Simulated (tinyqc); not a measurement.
Schottky diode by thermionic emission with image-force lowering and series resistance: course of the iteration.

Metal on an n-type semiconductor with one parabolic valley; V > 0 is forward bias (metal positive). I = I0 [exp(Vj/(n Vt)) - 1] with Vj = V - I Rs; I0 = S A* T^2 exp(-(phi - dphi)/Vt), the lowering dphi taken at zero bias.

Newton step for g(Vj) = Vj + Rs I0 [exp(Vj/(n Vt)) - 1] - V = 0: Vj(new) = Vj - g/g', g' = 1 + Rs I0 exp(Vj/(n Vt))/(n Vt).

Stop when Vj changes by less than 1e-10 V, or after 12 iterations.

Inputs (values chosen for the exercise); band and dielectric values close to those of 4H silicon carbide: temperature T = 300 K; ideality factor n = 1.08; series resistance Rs = 2 ohm; applied bias V = 1.43 V.

Constants: q = 1.602176634e-19 C, kB = 1.380649e-23 J/K, Vt = kB T/q. Results are converted to the units shown.

I0 = 6.58624e-12 A
Vj at the start = 1.43 V

Course of the iteration:
```
iteration   Vj (V)  change (V)
1          1.40208      0.0279
2          1.37416      0.0279
3          1.34624      0.0279
4          1.31832      0.0279
5          1.29040      0.0279
6          1.26248      0.0279
7          1.23456      0.0279
8          1.20664      0.0279
9          1.17872      0.0279
10         1.15080      0.0279
11         1.12288      0.0279
12         1.09496      0.0279
```

Did this iteration meet its convergence test, and what does its course show?

No. Not converged within 12 iterations. Each step lowers Vj by about n Vt = 27.9 mV: far above the solution the exponential dominates g, and a Newton step lowers its exponent by one. A rerun with the fixed-point form Vj = n Vt ln(1 + (V - Vj)/(Rs I0)) from 0.42 V converges in 8 iterations, to 0.691035 V.

Range of the model: One isotropic valley is assumed; bands with several valleys have a larger Richardson constant and Nc. At the applied forward bias V the junction voltage comes within 3 Vt of Vbi (or passes it), where the depletion layer is gone and the emission formula overstates the current.

tinyqc, about 0.01 s, one thread, Intel Xeon 2.30GHz (shared host): `OMP_NUM_THREADS=1 python tinyqc.py 2640058 2640059 out.jsonl`
